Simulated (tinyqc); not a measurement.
Energy relaxation with and without hot phonons: decay of LO phonons and the hot-phonon bottleneck in the cooling of electrons. Computed by tinyqc, a small Python program. Command: `OMP_NUM_THREADS=1 python tinyqc.py 3010472 3010473 out.jsonl hotphonon walk`. One thread of a shared host (Intel(R) Xeon(R) Processor @ 2.30GHz), about 0.01 s of CPU time with the checks.

n(E, T) = 1/(exp(E/(k_B T)) - 1) is the Bose occupation. Electrons have a temperature T_e; the LO modes within their reach share one occupation N; the decay products stay at the lattice temperature.

Inputs (values chosen for the exercise, modelled on aluminium nitride):
```
quantity,value,unit
LO energy hbar omega,112,meV
"lifetime at T = 0, tau_0",1.4,ps
lattice temperature T,77,K
electron mass m*,0.304,m_0
eps_inf,4.68,-
static dielectric constant eps_s,8.65,-
electron density n,4e+18,1/cm^3
"density of LO modes that the electrons reach, N_m",5.2e+19,1/cm^3
```

Decay channel: two equal phonons (Klemens).

Constants: k_B = 8.617333262e-05 eV/K; c = 299792458 m/s; e^2/(4 pi eps_0) = 14.39964548 eV angstrom; hbar^2/(2 m_0) = 3.80998212 eV angstrom^2; hbar = 6.582119569e-16 eV s; e = 1.602176634e-19 C; k_B = 1.380649e-23 J/K.

Method:
- Decay rate 1/tau = (1/tau_0) [1 + 2 n(hbar omega/2)].
- Full width Gamma = 1/(2 pi c tau) in 1/cm, c in cm/s.
- Froehlich coupling alpha = (e^2/(4 pi eps_0)) (1/eps_inf - 1/eps_s) k_0/(2 hbar omega), k_0 = sqrt(m* hbar omega/(hbar^2/(2 m_0))); emission time tau_sp = hbar/(2 alpha hbar omega); bottleneck ratio r = (n/N_m) tau/tau_sp.
- Net emission per electron: [(N + 1) x - N]/tau_sp with x = exp(-hbar omega/(k_B T_e)), a simple two-level balance; steady state of the modes: n [(N + 1) x - N]/tau_sp = N_m (N - N_0)/tau; power per electron P = hbar omega [(N + 1) x - N]/tau_sp.
- P(T_e) = (hbar omega/tau_sp) [(N_0 + 1) x - N_0]/[1 + r (1 - x)], and r = 0 without hot phonons; energy relaxation time tau_E = (3/2) k_B (T_e - T)/P.

emission time tau_sp = 4.93061 fs

equilibrium LO occupation N_0 = 4.67104e-08

bottleneck ratio r = 21.8321

phonon lifetime tau = 1.39939 ps

Cooling:
```
T_e (K),"P, cold phonons (nW)","P, hot phonons (nW)",ratio,tau_E (ps),N
107,0.019138,8.3823e-04,22.832,741.20,5.0751e-06
157,0.92404,0.040481,22.827,40.927,2.4289e-04
227,11.870,0.52149,22.761,5.9569,0.0031284
377,115.82,5.2321,22.137,1.1875,0.031386
577,382.62,18.631,20.537,0.55579,0.11176
877,826.81,46.262,17.872,0.35813,0.27752
1380,1419.1,99.101,14.319,0.27230,0.59449
2080,1948.3,174.82,11.145,0.23728,1.0487
```

What does the comparison show, and why?

Reabsorption cuts the loss by a factor 22.8 at the lowest T_e and 11.1 at the highest; the factor is 1 + r (1 - x) with r = 21.8. tau_E runs from 740 to 0.24 ps, with its shortest value, 0.24 ps, at T_e = 2080 K, against tau_sp = 4.9 fs and a phonon lifetime of 1.4 ps. For r (1 - x) much above 1 the loss tends to hbar omega (N_m/n)(n(hbar omega, T_e) - N_0)/tau, in which tau_sp no longer appears. In the coldest rows the electrons are degenerate, so (3/2) k_B (T_e - T) overstates their excess energy. Pauli blocking is left out, as are upper valleys and non-parabolic bands, which can matter above about 1000 K. Caution: alpha is above 1/2, so hbar/tau_sp exceeds hbar omega and the emission time, a weak-coupling result, is only rough.

Extremes, crossings and ranges named in words are read from the listed rows.
